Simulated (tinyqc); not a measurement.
Quantum limit of the contact resistance of a two-dimensional channel: two steps of the calculation.

Parabolic band with gv valleys, C = hbar^2/(2 m0), eta = (EF - Ec)/(kB T). Landauer picture: each mode conducts 2 q^2/h, and the contacts and the channel add incoherently in series, 1/Tt - 1 = 2 (1/tc - 1) + L/lam for the total transmission Tt.

Parameters, values chosen for the exercise:

| symbol | value | unit | meaning |
|---|---|---|---|
| T | 77 | K | temperature |
| m | 0.5 | m0 | mass |
| gv | 1 |  | valleys |
| n | 4.7e13 | cm^-2 | carrier density |
| tc | 0.64 |  | transmission of each contact |
| lam | 4.4 | nm | back-scattering length of the channel |
| L | 290 | nm | channel length |

Constants: q = 1.602176634e-19 C, kB = 1.380649e-23 J/K, hbar = 1.054571817e-34 J s, h = 6.62607015e-34 J s, m0 = 9.1093837015e-31 kg, Vt = kB T/q, hbar^2/(2 m0) = 0.0380998212 eV nm^2. Results are converted to the units shown.

Task 1. Fermi level and modes. n = N ln(1 + exp(eta)), N = gv m kB T/(2 pi C); modes per width M = gv sqrt(m kB T/C) Fm(eta)/(2 sqrt(pi)), Fm(x) = (1/sqrt(pi)) int_0^infinity u^(-1/2)/(1 + exp(u - x)) du; at zero temperature M0 = gv kF/pi, kF = sqrt(2 pi n/gv). kB T in eV.

Wanted: N; eta; M; M0.

Result 1.

N = 1.386e12 cm^-2
eta = 33.91
M = 546.8 1/um
M0 = 547.0 1/um

The zero-temperature count is 0.036 % above the thermal one.

Task 2. Resistances. RQ = (h/2q^2)/M for the whole device, R = RQ/Tt; the part of one contact is Rc = RQ (1/tc - 1/2) and the channel adds RQ L/lam.

M = 546.80576 1/um

Give: RQ; Rc; channel; R; Tt.

Result 2.

RQ = 23.60 ohm um
Rc = 25.08 ohm um
channel = 1556 ohm um
R = 1606 ohm um
Tt = 0.01470

The two contacts make up 3.12 % of R.

Numbers from tinyqc (`OMP_NUM_THREADS=1 python tinyqc.py 2760071 2760072 out.jsonl`; about 0.01 s on one thread of a shared Intel Xeon 2.30GHz).
